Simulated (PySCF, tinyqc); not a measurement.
Worked calculation: FCI on RHF in the sto-3g basis, for H3+, spin multiplicity 1. The lowest restricted solution is unstable here: a spin-polarised one lies 0.0084 hartree lower (PySCF). One step of it, computed by the program tinyqc.

Question. FCI: determinants and Hamiltonian. Slater-Condon rules over spin orbitals, with the nuclear repulsion added and E(HF) subtracted on the diagonal.

one-electron integrals over orbitals h = C^T H C (hartree), lower triangle:
```
,1,2,3
1,-1.363135
2,0.000019,-1.067277
3,-0.083961,-0.000011,-0.839316
```

Two-electron integrals over orbitals (pq|rs), unique and non-zero (hartree):
```
p,q,r,s,(pq|rs)
1,1,1,1,0.520118
2,1,1,1,-0.000019
2,1,2,1,0.147380
2,2,1,1,0.443137
2,2,2,1,0.000034
2,2,2,2,0.510940
3,1,1,1,0.083961
3,1,2,1,0.000006
3,1,2,2,-0.059153
3,1,3,1,0.146030
3,2,1,1,0.000008
3,2,2,1,-0.144055
3,2,2,2,-0.000031
3,2,3,1,-0.000021
3,2,3,2,0.156058
3,3,1,1,0.528391
3,3,2,1,-0.000033
3,3,2,2,0.463503
3,3,3,1,0.082188
3,3,3,2,0.000025
3,3,3,3,0.561751
```

nuclear repulsion = 1.07862147 hartree

Hartree-Fock energy = -1.12753004 hartree

Give: determinants; H - E(HF) between determinants.

Answer.

Occupation strings over the orbitals (2 doubly, a alpha, b beta, 0 empty; spin orbitals ordered 1a 1b 2a 2b ...): 200 ab0 a0b ba0 b0a 020 0ab 0ba 002

H - E(HF) between determinants (hartree), lower triangle:
```
,200,ab0,a0b,ba0,b0a,020,0ab,0ba,002
200,0.000
ab0,0.000,0.219
a0b,0.000,0.000,0.532
ba0,0.000,-0.147,0.000,0.219
b0a,0.000,0.000,-0.146,0.000,0.532
020,0.147,0.000,-0.144,0.000,0.144,0.583
0ab,0.000,-0.144,0.000,0.143,0.000,0.000,0.763
0ba,0.000,0.143,0.000,-0.144,0.000,0.000,-0.156,0.763
002,0.146,0.000,-0.002,0.000,0.002,0.156,0.000,0.000,1.089
```
